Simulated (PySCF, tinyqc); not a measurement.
Worked calculation: RHF in the sto-6g basis, for H3+, spin multiplicity 1. The lowest restricted solution is unstable here: a spin-polarised one lies 0.0019 hartree lower (PySCF). One step of it, computed by the program tinyqc.

Question. Iteration 3: diagonalisation and new density. Diagonalise F' = X^T F X, C = X C', fill 1 alpha and 1 beta electrons from the bottom; D = 2 C_occ C_occ^T. Each column has its largest component positive (the first on a tie).

Fock matrix F (hartree), lower triangle:
```
           1H 1s      2H 1s      3H 1s
1H 1s  -0.718716
2H 1s  -0.564722  -0.520928
3H 1s  -0.564722  -0.211157  -0.520928
```

X, lower triangle:
```
           1H 1s     2H 1s     3H 1s
1H 1s   1.187605
2H 1s  -0.272782  1.090202
3H 1s  -0.272782  0.043372  1.090202
```

Give: F' = X^T F X; orbital energies; coefficients C; D after iteration 3.

Answer.

F' = X^T F X (hartree), lower triangle:
```
         1        2        3
1  -0.3908
2  -0.3851  -0.3443
3  -0.3851  -0.0049  -0.3443
```

orbital energies (hartree): MO1 -0.9150, MO2 -0.3395, MO3 0.1750

coefficients C:
```
          MO1      MO2      MO3
1H 1s  0.5881   0.0000   1.1015
2H 1s  0.3593   0.7402  -0.7667
3H 1s  0.3593  -0.7402  -0.7667
```

D after iteration 3, lower triangle:
```
        1H 1s   2H 1s   3H 1s
1H 1s  0.6918
2H 1s  0.4227  0.2582
3H 1s  0.4227  0.2582  0.2582
```
